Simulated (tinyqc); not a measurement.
Frequency dispersion of an accumulation capacitance by border traps, distributed model: two steps of the calculation.

Traps spread evenly through the insulator exchange electrons with the semiconductor by tunnelling, with tau(x) = t0 exp(2 ka x) at depth x from the interface. The admittance per area Y seen at depth x obeys dY/dx = -Y^2/(i w eps0 eox) + q Nb ln(1 + i w tau)/tau, with Y(0) = i w Cs and w = 2 pi f; the gate sees Y(tox) = G + i w C. Working variable y = Y/(i w), in uF/cm^2. Cox = eps0 eox/tox.

Parameters, values chosen for the exercise; permittivity close to that of aluminium oxide:
```
symbol,value,unit,meaning
eox,8.8,,relative permittivity of the insulator
tox,4.9,nm,insulator thickness
Cs,2.8,uF/cm^2,semiconductor capacitance in accumulation
Nb,5.2e19,cm^-3 eV^-1,density of border traps
ka,5.9,1/nm,decay constant of the wave function in the insulator
t0,2e-11,s,time constant of a trap at the interface
f,1e6,Hz,frequency
xe,1.2,nm,depth down to which the steps are taken
```

Constants: q = 1.602176634e-19 C, eps0 = 8.8541878128e-14 F/cm where lengths are in cm. Results are converted to the units shown.

Task 1. Scales and lumped estimate. Cox; trap-free value 1/(1/Cox + 1/Cs); response depth d = ln(1/(w t0))/(2 ka), where w tau = 1; lumped estimate: all traps within d act as C_bt = q Nb d placed at d/2, so C = 1/{1/[1/(1/Cs + d/(2 eps0 eox)) + C_bt] + (tox - d/2)/(eps0 eox)}.

Wanted: Cox; trap-free C; d; C_bt; lumped C.

Result 1.

Cox = 1.5901 uF/cm^2
trap-free C = 1.0142 uF/cm^2
d = 0.76118 nm
C_bt = 0.63416 uF/cm^2
lumped C = 1.1076 uF/cm^2

The traps within reach amount to 0.226 Cs and lie in the first 15.5 % of the insulator.

Task 2. Capacitance and conductance at the gate. Beyond xe the traps are ignored, so 1/y(tox) = 1/y(xe) + (tox - xe)/(eps0 eox); C = Re y, G/w = -Im y, loss tangent G/(w C).

y at xe = 2.3976117-0.0859908i uF/cm^2

Give: y at the gate; C; G/w; loss tangent.

Result 2.

y at the gate = 1.122-0.019i uF/cm^2
C = 1.122 uF/cm^2
G/w = 0.01880 uF/cm^2
loss tangent = 0.01676

tinyqc, about 0.4 s, one thread, Intel Xeon 2.30GHz (shared host): `OMP_NUM_THREADS=1 python tinyqc.py 2202097 2202098 out.jsonl`
